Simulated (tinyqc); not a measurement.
Isotype n-N heterojunction, non-linear Poisson equation by Newton steps, Fermi-Dirac statistics: two steps of the calculation.

One dimension, material 1 (n-type) at x < 0 and material 2 (n-type) at x > 0. Band edges: Ec = -psi in material 1 and -psi + dEc in material 2, Ev = Ec - Eg. Equilibrium, Fermi level at 0. n = Nc F((EFn - Ec)/Vt), p = Nv F((Ev - EFp)/Vt), with F(eta) = F_1/2(eta) = (2/sqrt(pi)) int_0^infinity sqrt(u) du/(1 + exp(u - eta)) (Fermi-Dirac statistics); full ionisation, no interface charge, classical densities; the doping types are chosen for the exercise.

Values chosen for this exercise; band and dielectric values those of a made-up pair:
```
symbol,value,unit,meaning
T,300,K,temperature
Eg1,1.77,eV,band gap of material 1
Nc1,7.55e17,cm^-3,conduction-band density of states of material 1
Nv1,1.98e19,cm^-3,valence-band density of states of material 1
Eg2,2.34,eV,band gap of material 2
Nc2,2.25e18,cm^-3,conduction-band density of states of material 2
Nv2,1.58e19,cm^-3,valence-band density of states of material 2
dEc,-0.21,eV,conduction-band offset Ec2 - Ec1
N1,1.7e16,cm^-3,donor density of material 1
N2,5.1e17,cm^-3,donor density of material 2
V,0,V,bias of side 1 against side 2
```

Constants: q = 1.602176634e-19 C, kB = 1.380649e-23 J/K, Vt = kB T/q. Results are converted to the units shown.

Task 1. Offsets and end potentials. dEv = Ev1 - Ev2 = Eg2 - Eg1 - dEc. Neutrality of the majority carriers far from the junction: Nc1 F(psi_L/Vt) = N1 and Nc2 F((V + psi_R - dEc)/Vt) = N2. Total bending psi_R - psi_L.

Wanted: dEv; psi_L; psi_R; psi_R - psi_L.

Result 1.

dEv = 0.7800 eV
psi_L = -0.09786 V
psi_R = -0.2463 V
psi_R - psi_L = -0.1484 V

The alignment is staggered (type II): dEc and dEv have opposite signs.

Task 2. Densities, residual and Jacobian diagonal. n_i = Nc F(a_n), a_n = (V - Ec_i)/Vt; p_i = Nv F(a_p), a_p = (Ec_i - Eg)/Vt; rho_i = p_i - n_i + C_i with C = +N1 or +N2; g_i = (Nc F'(a_n) + Nv F'(a_p))/Vt with F' = F_-1/2(eta) = (1/sqrt(pi)) int_0^infinity u^(-1/2) du/(1 + exp(u - eta)). Box widths w_i = (h_(i-1) + h_i)/2 in cm. Residual F_i = a_i (psi_(i+1) - psi_i) - a_(i-1) (psi_i - psi_(i-1)) + q rho_i w_i; Jacobian: a_(i-1) and a_i beside the diagonal, b_i = -a_(i-1) - a_i - q g_i w_i on it. The two end nodes are fixed.

| node | x (nm) | psi at the start (V) | material |
|---|---|---|---|
| 0 | -341 | -0.09786394 | 1 |
| 1 | -178 | -0.09786613 | 1 |
| 2 | -91.4 | -0.09835283 | 1 |
| 3 | -45.6 | -0.10598096 | 1 |
| 4 | -21.4 | -0.12872828 | 1 |
| 5 | -8.6 | -0.15260491 | 1 |
| 6 | -1.8 | -0.16791455 | 1 |
| 7 | 1.8 | -0.17625564 | 2 |
| 8 | 6.06 | -0.18597508 | 2 |
| 9 | 11.1 | -0.19684537 | 2 |
| 10 | 17 | -0.20818152 | 2 |
| 11 | 24.1 | -0.21936468 | 2 |
| 12 | 32.4 | -0.22899744 | 2 |
| 13 | 42.2 | -0.24630625 | 2 |

| interval | coupling a_i (F/cm^2) |
|---|---|
| 0 | 5.3505368e-8 |
| 1 | 1.0070872e-7 |
| 2 | 1.9042303e-7 |
| 3 | 3.6038740e-7 |
| 4 | 6.8135742e-7 |
| 5 | 1.2825551e-6 |
| 6 | 2.2696389e-6 |
| 7 | 1.8040927e-6 |
| 8 | 1.5248879e-6 |
| 9 | 1.3026161e-6 |
| 10 | 1.0824556e-6 |
| 11 | 9.2595603e-7 |
| 12 | 7.8422806e-7 |

psi_L = -0.097863937 V
psi_R = -0.24630625 V

Wanted: n; p; residual F; diagonal b.

Result 2.

| node | n (cm^-3) | p (cm^-3) |
|---|---|---|
| 0 | 1.7000e16 | 1.6070e-9 |
| 1 | 1.6999e16 | 1.6071e-9 |
| 2 | 1.6684e16 | 1.6377e-9 |
| 3 | 1.2446e16 | 2.1998e-9 |
| 4 | 5.1803e15 | 5.3029e-9 |
| 5 | 2.0601e15 | 1.3354e-8 |
| 6 | 1.1399e15 | 2.4144e-8 |
| 7 | 4.2974e18 | 2.0966e-21 |
| 8 | 3.3844e18 | 3.0534e-21 |
| 9 | 2.5301e18 | 4.6494e-21 |
| 10 | 1.8194e18 | 7.2084e-21 |
| 11 | 1.2824e18 | 1.1110e-20 |
| 12 | 9.3272e17 | 1.6126e-20 |
| 13 | 5.1000e17 | 3.1500e-20 |

| node | residual F (1e-7 C/cm^2) | diagonal b (F/cm^2) |
|---|---|---|
| 1 | -0.0005 | -1.4586e-6 |
| 2 | -0.0107 | -9.7033e-7 |
| 3 | -0.0419 | -8.1921e-7 |
| 4 | -0.0457 | -1.1010e-6 |
| 5 | -0.0102 | -1.9764e-6 |
| 6 | 0.0203 | -3.5559e-6 |
| 7 | -2.3708 | -1.0448e-5 |
| 8 | -2.1319 | -9.7845e-6 |
| 9 | -1.7523 | -9.0175e-6 |
| 10 | -1.3371 | -8.1127e-6 |
| 11 | -0.9211 | -7.1152e-6 |
| 12 | -0.6595 | -6.2795e-6 |

Program tinyqc, `OMP_NUM_THREADS=1 python tinyqc.py 2040032 2040033 out.jsonl`; Intel Xeon 2.30GHz, shared host, one thread, about 0.08 s.
